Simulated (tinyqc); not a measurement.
Worked calculation: hydrogenic impurity: series, fields, screening, photoionisation and donor-acceptor pairs. Computed by tinyqc, a small Python program that keeps every step. Command: `OMP_NUM_THREADS=1 python tinyqc.py 3011523 3011524 out.jsonl hydrogenic walk`. One thread of a shared host (Intel(R) Xeon(R) Processor @ 2.30GHz), about 0.01 s of CPU time with the checks. Intermediate numbers are printed to about 7 digits and carried at full precision; extremes and crossings named in words are read from the listed rows.

One isotropic, parabolic band. Effective units: Ry* and a*, in which H = -nabla^2 - 2/r.

Inputs (values chosen for the exercise, modelled on ZnO):

| quantity | value | unit |
|---|---|---|
| electron mass m | 0.274 | m_0 |
| dielectric constant eps | 8.62 | - |
| donor density N | 1.5e+18 | cm^-3 |
| magnetic field B | 22 | T |
| depth of a short-range centre E_i | 222 | meV |

Parts treated: magnetic field and photoionisation.

Constants: Ry = 13.605693123 eV; a_0 = 0.529177210903 angstrom; h x 1 THz = 4.135667696 meV; mu_B = 5.7883818060e-05 eV/T.

## Effective units and the series

Ry* = Ry m/eps^2, a* = a_0 eps/m; level n is bound by Ry*/n^2; <r> = (3/2) a* in 1s; lines 1s -> np at Ry* (1 - 1/n^2); 1 THz = 4.135667696 meV.

Ry* = 50.17146 meV

a* = 16.64784 angstrom

<r> of 1s = 24.97176 angstrom

Series:

| n | binding (meV) | line from 1s (meV) | line (THz) |
|---|---|---|---|
| 2 | 12.54286 | 37.62859 | 9.09855 |
| 3 | 5.57461 | 44.59685 | 10.78347 |
| 4 | 3.13572 | 47.03574 | 11.37319 |
| 5 | 2.00686 | 48.16460 | 11.64615 |

## Overlap of donors

Wigner-Seitz radius r_s = (3/(4 pi N))^(1/3); Mott criterion N_c^(1/3) a* = 0.26; overlap of two 1s orbitals at distance d: S = exp(-x)(1 + x + x^2/3), x = d/a*, with d = N^(-1/3).

r_s = 54.19261 angstrom

Mott density = 3.809312e+18 cm^-3

N over the Mott density = 0.3937719

overlap S = 0.08115729

The sample is on the insulating side, but close enough for an impurity band.

## Donor in a magnetic field

gamma = hbar omega_c/(2 Ry*) = mu_B B/(m Ry*). For m_z = 0, H = -nabla^2 - 2/r + gamma^2 rho^2/4, and the band edge moves to gamma Ry*. Basis: exp(-al rho^2 - be z^2), al_k = 0.02 x 2.4^k + gamma/4 x c with k = 0..11, be_k = 0.02 x 2.4^k and c = 0, 0.5, 1 (36 functions). With A = al_i + al_j, B = be_i + be_j (not the field) and the common factor pi^(3/2) dropped: S = 1/(A sqrt(B)), kinetic S (4 al_i al_j/A + 2 be_i be_j/B), <rho^2> = S/A, <1/r> = (2/sqrt(pi)) atanh(u)/(A u), u = sqrt(1 - B/A), which is (2/sqrt(pi))/A when A = B; overlap eigenvalues below 1e-11 are dropped. Binding = (gamma - E) Ry*; the spin term shifts level and edge alike.

gamma = 0.09263446

hbar omega_c = 9.295212 meV

magnetic length a*/sqrt(gamma) = 54.69801 angstrom

ground level = -49.95781 meV

binding energy in the field = 54.60542 meV

The field squeezes the orbit and raises the binding by a factor 1.088.

## Weak-field and exact binding

Perturbation theory: E = -1 + gamma^2/2 - (53/96) gamma^4 Ry*.

Ground level (Ry*):

| gamma | B (T) | basis | second order | fourth order | binding |
|---|---|---|---|---|---|
| 0.0093 | 2.2087 | -0.9999485 | -0.9999568 | -0.999957 | 1.009249 |
| 0.0230 | 5.4623 | -0.9997276 | -0.9997355 | -0.999736 | 1.022728 |
| 0.0460 | 10.9247 | -0.9989375 | -0.9989420 | -0.998944 | 1.044938 |
| 0.0930 | 22.0868 | -0.9957084 | -0.9956755 | -0.995717 | 1.088708 |
| 0.1900 | 45.1236 | -0.9825722 | -0.9819500 | -0.982669 | 1.172572 |
| 0.3000 | 71.2478 | -0.9583658 | -0.9550000 | -0.959472 | 1.258366 |
| 0.3700 | 87.8723 | -0.9385904 | -0.9315500 | -0.941897 | 1.308590 |
| 0.5000 | 118.7463 | -0.8944130 | -0.8750000 | -0.909505 | 1.394413 |
| 0.7000 | 166.2448 | -0.8114396 | -0.7550000 | -0.887555 | 1.511440 |
| 1.0000 | 237.4926 | -0.6623278 | -0.5000000 | -1.052083 | 1.662328 |

Second order stays within 1 % of the basis value up to gamma = 0.37 of those listed and fourth order up to 0.37; beyond, the truncated (asymptotic) series fails, while the binding keeps growing slowly, to 1.66 Ry* at gamma = 1.0. Rows above about 100 T are beyond laboratory magnets, and there polaron and band-shape effects enter.

## Photoionisation line shapes

With x = h nu/E above threshold, normalised to their maxima: hydrogenic 1s: x^-4 exp(4 - 4 atan(k)/k)/(1 - exp(-2 pi/k)), k = sqrt(x - 1), which is 1 at threshold; delta-function centre (Lucovsky): 8 (x - 1)^(3/2)/x^3, which is 1 at x = 2. Energies use E = Ry* and E = E_i; band-to-band absorption, which hides both above the gap, is left out.

Relative cross-sections:

| x | h nu, hydrogenic (meV) | hydrogenic | h nu, short-range centre (meV) | Lucovsky |
|---|---|---|---|---|
| 1.05 | 52.6800 | 8.777221e-01 | 233.1 | 0.077264 |
| 1.20 | 60.2057 | 6.122229e-01 | 266.4 | 0.414087 |
| 1.50 | 75.2572 | 3.317409e-01 | 333.0 | 0.838052 |
| 2 | 100.3429 | 1.477384e-01 | 444.0 | 1.000000 |
| 2.50 | 125.4286 | 7.783643e-02 | 555.0 | 0.940604 |
| 3.50 | 175.6001 | 2.903561e-02 | 777.0 | 0.737557 |
| 5 | 250.8573 | 9.973002e-03 | 1110.0 | 0.512000 |
| 8 | 401.3716 | 2.361156e-03 | 1776.0 | 0.289379 |

The Coulomb tail makes the hydrogenic cross-section largest at threshold, 50.17 meV; the short-range (neutral) centre starts from zero and peaks at twice its depth, 444.0 meV.

Checks made by the program: weak-field limit -1 + gamma^2/2 (relative difference 8e-06).
